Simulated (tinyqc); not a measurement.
A run and its error bars: classical Heisenberg spin chain: exact results, Metropolis, heat-bath and over-relaxation steps, and a Monte Carlo run. Computed by tinyqc, a small Python program. Command: `OMP_NUM_THREADS=1 python tinyqc.py 3130588 3130589 out.jsonl heismc walk`. One thread of a shared host (Intel(R) Xeon(R) Processor @ 2.30GHz), about 0.2 s of CPU time with the checks.

E = -J sum_i s_i . s_(i+1) for unit vectors s_i on an open chain; K = J/(k_B T).

Inputs (values chosen for the exercise, for a model chain of large moments):

| quantity | value | unit |
|---|---|---|
| coupling J | 34 | meV |
| temperature T | 398 | K |
| moment mu | 2.2 | mu_B |
| length N of the open chain | 12 | - |
| seed | 550149 | - |

Update: heat bath with over-relaxation.

Constants: k_B = 8.617333262e-05 eV/K; mu_B = 5.7883818060e-05 eV/T.

Method:
- Each bond angle is independent, so u = <s_i . s_(i+1)> = coth K - 1/K, <s_i . s_(i+n)> = u^n, correlation length xi = -1/ln|u|, energy per bond -J u, heat capacity per bond c/k_B = 1 - K^2/sinh^2 K, and for the long chain chi = mu^2 (1 + u)/(3 k_B T (1 - u)) per spin.
- For N spins, <|sum s|^2>/N = (1 + u)/(1 - u) - 2 u (1 - u^N)/(N (1 - u)^2); the long chain has (1 + u)/(1 - u), chi over the Curie value, and the difference is relative to it.
- From the ordered state (alternating for J < 0), with each spin drawn from exp(h . s), h = K x sum of neighbours, 200 sweeps are discarded and 1600 recorded (even and odd sites in turn, each heat-bath sweep followed by two sweeps of reflections; random numbers not printed, so these rows are one sample). Errors are the scatter of block means over sqrt(number of blocks).

K = 0.991341

u = 0.310642

<|sum s|^2>/N = 1.79230

Blocking:

| block length | mean bond product | error | <\|sum s\|^2>/N | error |
|---|---|---|---|---|
| 1 | 0.31327 | 0.0038648 | 1.7184 | 0.031102 |
| 4 | 0.31327 | 0.0037111 | 1.7184 | 0.033004 |
| 16 | 0.31327 | 0.0034098 | 1.7184 | 0.034033 |
| 40 | 0.31327 | 0.0041106 | 1.7184 | 0.034676 |
| 80 | 0.31327 | 0.0045939 | 1.7184 | 0.034583 |

With blocks of 40 the bond product is 0.6 error bars from the exact u = 0.3106, and <|sum s|^2>/N is 2.1 from the exact 1.792. Blocking to 40 changes the two errors by factors 1.1 and 1.1.
